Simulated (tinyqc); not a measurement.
Worked calculation: Rayleigh-quotient iteration on a symmetric matrix. Computed by tinyqc, a small Python program that keeps every step. Settings: method = rayleigh, shift = 1.31. Command: `OMP_NUM_THREADS=1 python tinyqc.py 29343 29344 out.jsonl` (the two numbers bound the seeds that draw the settings). One thread of a shared host (Intel(R) Xeon(R) Processor @ 2.60GHz), about 0.01 s of CPU time with the checks.

## Step 1

A, lower triangle:
```
,1,2,3,4,5,6
1,0.462000
2,-0.379000,0.464000
3,-0.052000,-0.599000,0.737000
4,0.607000,-0.105000,0.799000,1.434000
5,-0.421000,-0.114000,0.106000,-0.475000,1.675000
6,-0.812000,-0.435000,-0.349000,0.679000,-0.134000,1.696000
```

vector v at the start: 0.408248  0.408248  0.408248  0.408248  0.408248  0.408248

shift = 1.310000

solve (A - shift) w = v; v' = w/|w| with its largest component positive (the first on a tie); lambda = v'^T A v'; the next shift is lambda.

vector after step 1: 0.131197  0.719878  -0.546718  -0.134394  -0.384147  -0.005725

Rayleigh quotient after step 1 = 1.369565

## Step 2

As before.

vector after step 2: 0.032497  -0.177212  0.489410  0.360753  0.770888  -0.060051

Rayleigh quotient after step 2 = 1.619389

## Step 3

As before.

vector after step 3: 0.013759  -0.332400  0.541175  0.233443  0.728768  -0.104176

Rayleigh quotient after step 3 = 1.661275

## Course of the iteration

Stop when the residual |A v - lambda v| is below 1e-9.

Steps:
```
step,lambda,residual
1,1.36956491,6.61e-01
2,1.61938938,2.30e-01
3,1.66127507,9.25e-03
4,1.66133903,5.59e-07
5,1.66133903,2.79e-16
```

all eigenvalues, for comparison: -0.925286  0.410098  0.569210  1.661339  2.144901  2.607737

Converged in 5 steps.
